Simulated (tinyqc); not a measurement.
Raman line shape of confined optical phonons and breathing modes of small crystals: one step, computed by the program tinyqc. Command: `OMP_NUM_THREADS=1 python tinyqc.py 3003117 3003118 out.jsonl confine walk`. One thread of a shared host (Intel(R) Xeon(R) Processor @ 2.30GHz), about 0.02 s of CPU time with the checks.

Confinement in 1 direction(s) lets phonons with q away from zero scatter light. q is in units of 2 pi/a, from 0 to 1, and the branch is isotropic: omega(q)^2 = (omega_0^2 + omega_X^2)/2 + ((omega_0^2 - omega_X^2)/2) cos(pi q). The model and its constant beta are phenomenological; beta = 8 is the common choice.

Problem. Intensity at one frequency. Weight W(q) = q^0 exp(-(2 L q/a)^2/(2 beta)) dq, that is exp(-k^2 L^2/(2 beta pi^2)) for k = 2 pi q/a. I(omega) = int W(q) / [(omega - omega(q))^2 + (Gamma_0/2)^2] dq / int W dq x (Gamma_0/2)^2, by 400 Gauss-Legendre points on 0 < q < min(1, 2.5 a sqrt(2 beta)/L). Bulk Lorentzian 1/(1 + (2 offset/Gamma)^2); mean shift = weighted mean of omega(q) less the bulk frequency.

Inputs (values chosen for the exercise, modelled on silicon):
```
quantity                                value      unit
bulk frequency omega_0                    521      1/cm
frequency at the zone boundary omega_X    427      1/cm
natural width Gamma_0                     2.9      1/cm
lattice constant a                      5.431  angstrom
size L                                     10        nm
confinement constant beta                   8         -
probe offset omega - omega_0             -6.4      1/cm
```

Shape: film.

Give: I at the probe offset; bulk Lorentzian there; mean shift, from the weights.

Solution.

I at the probe offset = 0.1047

bulk Lorentzian there = 0.04882

mean shift, from the weights = -1.231 1/cm
